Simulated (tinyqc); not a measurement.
Worked calculation: single-oscillator infrared dielectric function of a polar cubic crystal. Computed by tinyqc, a small Python program that keeps every step. Command: `OMP_NUM_THREADS=1 python tinyqc.py 3015751 3015752 out.jsonl infrared walk`. One thread of a shared host (Intel(R) Xeon(R) Processor @ 2.30GHz), about 0.01 s of CPU time with the checks. Intermediate numbers are printed to about 7 digits and carried at full precision; extremes and crossings named in words are read from the listed rows.

One ion pair, charges +Z* and -Z*, in a cell of volume Omega = a^3/4. Frequencies omega are given as wavenumbers (1/cm); eps_s is the static dielectric constant.

Inputs (values chosen for the exercise, modelled on cubic gallium nitride):

| quantity | value | unit |
|---|---|---|
| lattice constant a | 4.52 | angstrom |
| mass M_A | 69.72 | u |
| mass M_B | 14.007 | u |
| omega_TO | 548 | 1/cm |
| Born charge Z* | 2.64 | e |
| eps_inf | 5.2 | - |
| phonon damping gamma | 7 | 1/cm |
| probe frequency / omega_TO | 1.21 | - |
| eps_m of the surrounding medium | 1 | - |

Structure: zinc blende. Free carriers: absent.

Constants: nu for 1 eV/(angstrom^2 u) = 15.6333042 THz; 1 THz = 33.35640952 1/cm; e^2/(4 pi eps_0) = 14.39964548 eV angstrom.

## LO frequency and static constant from the Born charge

mu = M_A M_B/(M_A + M_B); ionic plasma term W^2 = 4 pi Z*^2 (e^2/(4 pi eps_0))/(Omega mu) in eV/(angstrom^2 u), turned into 1/cm by W = 15.6333042 x 33.35640952 x sqrt(W^2); omega_LO^2 = omega_TO^2 + W^2/eps_inf; eps_s = eps_inf + W^2/omega_TO^2; Szigeti charge 3 Z*/(eps_inf + 2); longitudinal (Callen) charge Z*/eps_inf.

reduced mass mu = 11.66372 u

W = 1128.545 1/cm

omega_LO = 738.3966 1/cm

eps_s = 9.441078

Szigeti charge = 1.1 e

Callen charge = 0.5076923 e

omega_LO/omega_TO = 1.347; the ions supply 45 % of eps_s.

## Optical constants at the probe frequency

eps(omega) = eps_inf + W^2/(omega_TO^2 - omega^2 - i gamma omega); n + i k = sqrt(eps) with k >= 0; R = |(n + i k - 1)/(n + i k + 1)|^2 at normal incidence from vacuum. omega is the probe ratio times omega_TO. Intensity decays over 1/(4 pi omega k); the loss function is Im(-1/eps).

omega = 663.08 1/cm

Re eps = -3.928161

Im eps = 0.3040007

n = 0.07663471

k = 1.983440

reflectivity R = 0.9398138

penetration depth of the intensity = 0.6050694 micrometre

loss function = 0.01958406

Re eps is negative: the wave is evanescent and the crystal reflects like a metal.

## Spectrum around the optical phonon

The loss function is Im(-1/eps).

Spectrum:

| omega (1/cm) | Re eps | Im eps | R | Im(-1/eps) |
|---|---|---|---|---|
| 274 | 10.85436 | 0.04815149 | 0.2854778 | 4.086888e-04 |
| 466 | 20.49388 | 0.5999980 | 0.4073498 | 0.001427346 |
| 532 | 75.63322 | 15.17901 | 0.6343919 | 0.002550757 |
| 548 | 5.2 | 332.0158 | 0.8553238 | 0.003011166 |
| 596 | -17.86059 | 1.752054 | 0.9572245 | 0.005439972 |
| 643 | -6.038679 | 0.4470838 | 0.9497552 | 0.01219357 |
| 700 | -1.509490 | 0.1733115 | 0.8941211 | 0.07507220 |
| 738 | -0.01013190 | 0.1101561 | 0.4248531 | 9.001872 |
| 753 | 0.4265033 | 0.09434057 | 0.04464075 | 0.4944338 |
| 783 | 1.129403 | 0.07132996 | 0.001204112 | 0.05569874 |
| 849 | 2.171778 | 0.04279870 | 0.03671171 | 0.009070498 |
| 1110 | 3.833259 | 0.01139689 | 0.1048722 | 7.756154e-04 |
| 1850 | 4.792085 | 0.001691918 | 0.1390250 | 7.367672e-05 |

R peaks among these rows at 596 per cm with 0.96 and is lowest, 0.001, at 783; far above omega_LO it tends to ((sqrt(eps_inf) - 1)/(sqrt(eps_inf) + 1))^2 = 0.152. Im eps is largest at 548 and the loss function at 738: absorption marks the TO mode and the loss function the LO mode. Re eps is negative in some rows, where R averages 0.81.

## Surface and particle modes

Without damping, eps(omega) = -x eps_m gives omega^2 = omega_TO^2 (eps_s + x eps_m)/(eps_inf + x eps_m): x = 1 for a flat surface at large wave vector, x = 2 for the dipole mode of a small sphere. The reflectivity R for light from vacuum (not from the medium eps_m) vanishes where eps = 1, omega^2 = omega_TO^2 (eps_s - 1)/(eps_inf - 1).

surface mode = 711.1437 1/cm

sphere mode = 690.7928 1/cm

zero of R = 776.8817 1/cm

Both modes lie between omega_TO and omega_LO, at 86 % and 75 % of the way up.

## Phonon polaritons

Transverse waves without damping obey Q^2 = omega^2 eps(omega), Q = wave vector/(2 pi) in 1/cm: eps_inf omega^4 - (eps_inf omega_LO^2 + Q^2) omega^2 + Q^2 omega_TO^2 = 0.

Branches (1/cm):

| Q | lower branch | upper branch | Q/sqrt(eps_s) | Q/sqrt(eps_inf) |
|---|---|---|---|---|
| 170 | 55.2002 | 740.095 | 55.327 | 74.550 |
| 510 | 162.4999 | 754.217 | 165.981 | 223.650 |
| 1000 | 298.4214 | 805.284 | 325.454 | 438.529 |
| 1700 | 426.0452 | 958.897 | 553.271 | 745.499 |
| 2500 | 489.2742 | 1227.910 | 813.634 | 1096.323 |
| 4200 | 527.6418 | 1912.886 | 1366.906 | 1841.822 |
| 8400 | 543.0133 | 3717.472 | 2733.811 | 3683.644 |
| 17000 | 546.7900 | 7471.491 | 5532.713 | 7454.993 |

The lower branch starts as light slowed by sqrt(eps_s) (0.998 of that line) and ends at 0.998 omega_TO; the upper starts at 1.002 omega_LO and ends at 1.002 of the light line with eps_inf. No branch lies between omega_TO and omega_LO.

Checks made by the program: Lyddane-Sachs-Teller relation eps_s/eps_inf = (omega_LO/omega_TO)^2 (relative difference below 1e-10).
